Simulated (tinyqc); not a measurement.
Low-temperature mobility of a two-dimensional electron gas with static screening: one step, computed by the program tinyqc. Command: `OMP_NUM_THREADS=1 python tinyqc.py 3010533 3010534 out.jsonl twodeg walk`. One thread of a shared host (Intel(R) Xeon(R) Processor @ 2.30GHz), about 0.01 s of CPU time with the checks.

One subband is filled, the gas is degenerate and scatters at the Fermi circle; one permittivity serves on both sides of the interface. All formulas are in SI units, masses times m_0. Piezoelectric and polar phonons are left out, and n_s is taken as set by a gate, independent of N_i.

Problem. The integrands at a few angles. Form factors with u = q/b: screening G(q) = [1 + 9u/8 + 3u^2/8]/(1 + u)^3, remote charge P(q) = exp(-q d)/(1 + u)^3. Dielectric function eps(q) = 1 + q_TF G(q)/q, with q = 2 k_F sin(theta/2). Roughness: <|U|^2> = (e F)^2 S(q), S = pi Delta^2 Lambda^2 exp(-q^2 Lambda^2/4). Remote charges: <|U|^2> = N_i [e^2 P(q)/(2 eps eps_0 q)]^2. The last two columns are (m/(pi hbar^3)) <|U|^2>/eps(q)^2.

Inputs (values chosen for the exercise, modelled on a silicon inversion layer):
```
quantity                                        value    unit
in-plane mass m                                 0.194     m_0
permittivity eps                                 11.8       -
roughness height Delta                           0.65      nm
correlation length Lambda                           1      nm
remote charge density N_i                     4.2e+10  1/cm^2
distance d of the charges from the interface     0.32      nm
temperature T                                      60       K
```

Wave function: Fang-Howard. Roughness spectrum: Gaussian.

k_F = 0.3219822 1/nm

b = 1.365704 1/nm

q_TF = 1.242735 1/nm

effective field F = 0.2570122 MV/cm

Constants: m_0 = 9.1093837015e-31 kg; hbar = 1.054571817e-34 J s; e = 1.602176634e-19 C; eps_0 = 8.8541878128e-12 F/m.

Give: Integrands (1e9/(s rad)).

Solution.

Integrands (1e9/(s rad)):
```
theta (degrees)  q (1/nm)       G  eps(q)  roughness  remote charges
5                  0.0281  0.9627   43.59  5.680e-01           176.3
15                 0.0841  0.8950   14.23  5.319e+00           140.7
30                 0.1667  0.8091    7.03  2.168e+01            99.7
60                 0.3220  0.6815    3.63  7.981e+01            50.8
90                 0.4554  0.5976    2.63  1.481e+02            28.2
135                0.5949  0.5276    2.10  2.236e+02            15.2
180                0.6440  0.5065    1.98  2.489e+02            12.2
```

Caution: k_B T exceeds a quarter of E_F, so scattering at the Fermi circle alone and zero-temperature screening are rough.
